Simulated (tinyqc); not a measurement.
# Concentration-dependent dopant diffusion with charged defects and the built-in field, step by step

A worked calculation. Computed by tinyqc, a small Python program that keeps every step. Command: `OMP_NUM_THREADS=1 python tinyqc.py 3001701 3001702 out.jsonl extrinsic walk`. One thread of a shared host (Intel(R) Xeon(R) Processor @ 2.30GHz), about 0.06 s of CPU time with the checks. Intermediate numbers are printed to about 7 digits and carried at full precision; extremes and crossings named in words are read from the listed rows.

A constant source C_s feeds a half space. The dopant moves through neutral point defects and through charged ones, whose number grows with the majority carrier density n.

Inputs (values chosen for the exercise, modelled on boron in silicon): neutral prefactor D0x = 0.0516 cm^2/s; neutral activation energy E0 = 3.5 eV; singly charged prefactor D01 = 0.873 cm^2/s; activation energy E1 = 3.48 eV; surface concentration C_s = 3.6e+18 1/cm^3; junction level C_B = 5.2e+15 1/cm^3; temperature T = 1050 C; time t = 2600 s.

Field enhancement: off.

Constants: k_B = 8.617333262e-05 eV/K.

## Intrinsic density and partial diffusivities

n_i = 3.87e16 T^1.5 exp(-7014/T) per cm^3 (T in kelvin, an empirical form); each D = prefactor x exp(-E/(k_B T)); the intrinsic diffusivity D_i is their sum. Temperatures in kelvin are T(C) + 273.15.

n_i = 9.288284e+18 1/cm^3

partial diffusivities (cm^2/s): Dx 2.406660e-15, D1 4.852412e-14

intrinsic diffusivity D_i = 5.093078e-14 cm^2/s

## Diffusivity at the surface

n = C/2 + sqrt(C^2/4 + n_i^2); D(C) = h [Dx + D1 (n/n_i)], h = 1.

n/n_i = 1.212397

field factor h = 1

surface diffusivity D_s = 6.123717e-14 cm^2/s

enhancement D_s/D_i = 1.202361

C_s is 0.388 times n_i: D_s stays within a factor 1.5 of D_i.

## Similarity solution

With y = x/sqrt(D_s t), u = C/C_s and q = -(D/D_s) du/dy: du/dy = -q D_s/D, dq/dy = -(y/2) q D_s/D, u(0) = 1. The surface flux q(0) is shot so that u tends to 0 (LSODA, an adaptive multistep solver, relative tolerance 1e-10). Dose Q = 2 q(0) C_s sqrt(D_s t). The junction lies where C = C_B.

surface flux q(0) = 0.5459000

dose Q = 4.959522e+13 1/cm^2

junction in units of sqrt(D_s t) = 4.166785

junction depth x_j = 525.7694 nm

For a constant D, q(0) = 1/sqrt(pi) = 0.5642; for D proportional to C it tends to 0.444, with the front at y = 1.616.

## Where the concentration falls to given levels

For comparison, erfc profiles with a constant D: x = 2 sqrt(D t) erfc^-1(C/C_s), with D = D_i and D = D_s.

Depth (nm):
```
C/C_s         D/D_s      full  erfc with D_i  erfc with D_s
8.00e-01  0.9640119   45.9028        41.2295        45.2090
5.00e-01  0.9121886  119.0725       109.7658       120.3607
2.00e-01  0.8630042  219.7779       208.5585       228.6890
1.00e-01  0.8472020  278.5655       267.6820       293.5192
3.00e-02  0.8363174  362.8490       353.1585       387.2461
1.00e-02  0.8332343  427.8610       419.1881       459.6490
1.00e-03  0.8318508  542.6447       535.4973       587.1846
1.00e-04  0.8317125  639.3304       633.1513       694.2644
```

The depth between C/C_s = 0.1 and 1e-4 spans 361 nm in the full profile, against 365 nm for D_i and 401 nm for D_s; the ratio of the depths at 1e-4 and at 0.5 is 5.37, against 5.77 for any erfc. The profile stays close to an erfc.

Checks made by the program: dose from the flux against the area under the profile (relative difference 3e-07).
